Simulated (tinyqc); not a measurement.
Density dependence: plasmons of a degenerate electron gas in the random-phase approximation.

Zero temperature, parabolic band: kF = (3 pi^2 n)^(1/3), EF = c kF^2/m, Ep^2 = 8 pi c e2 n/(m eb), qTF^2 = 6 pi e2 n/(eb EF), c = hbar^2/2m0, e2 = e^2/(4 pi eps0), n in 1/angstrom^3 (1e-24 per 1/cm^3).

Lindhard function: eps(q, E)/eb = 1 + (qTF/q)^2 (f1 + i f2) with z = q/(2 kF), u = E/(hbar vF q), hbar vF = 2 c kF/m; f1 = 1/2 + [h(z - u) + h(z + u)]/(8 z), h(x) = (1 - x^2) ln|(x + 1)/(x - 1)|; f2 = pi u/2 for z + u < 1, (pi/(8 z))(1 - (z - u)^2) for |z - u| < 1 < z + u, else 0. Pairs exist for c (q^2 - 2 q kF)/m < E < c (q^2 + 2 q kF)/m.

Constants: hbar^2/2m0 = 3.80998211 eV angstrom^2; e^2/(4 pi eps0) = 14.39964547 eV angstrom; a0 (Bohr radius) = 0.5291772105 angstrom.

Values chosen for the exercise (out of a larger set: a free-electron density near that of Li; not measured data): n = 4.64e+22 1/cm^3 (electron density); m = 1 m0 (mass); eb = 1 (background dielectric constant).

n is multiplied by the factor listed.

Results:
```
factor     rs  EF (eV)  Ep (eV)  Ep/EF  qc/kF  alpha = 3 EF/(5 Ep)
0.10    7.029    1.014    2.529  2.493  1.165                0.241
0.20    5.579    1.610    3.577  2.221  1.070                0.270
0.50    4.110    2.966    5.656  1.907  0.955                0.315
1.0     3.262    4.708    7.999  1.699  0.876                0.353
2.0     2.589    7.474    11.31  1.513  0.804                0.396
5.0     1.908    13.77    17.89  1.299  0.716                0.462
10      1.514    21.85    25.29  1.157  0.656                0.518
```

What can be read from this table?

Over two decades Ep grows by 10.0 (n^(1/2)) and EF by 21.5 (n^(2/3)), so Ep/EF falls from 2.493 to 1.157 as sqrt(rs), and qc/kF from 1.165 to 0.656: in a dense gas the plasmon enters the continuum earlier on the scale of kF. alpha is the coefficient in E = Ep + alpha hbar^2 q^2/(m m0). The random-phase values are only rough in the rows with rs above about 2 (up to 7.0 here).

tinyqc: `OMP_NUM_THREADS=1 python tinyqc.py 1652776 1652777 out.jsonl`; about 0.01 s, one thread, shared Intel(R) Xeon(R) Processor @ 2.30GHz.
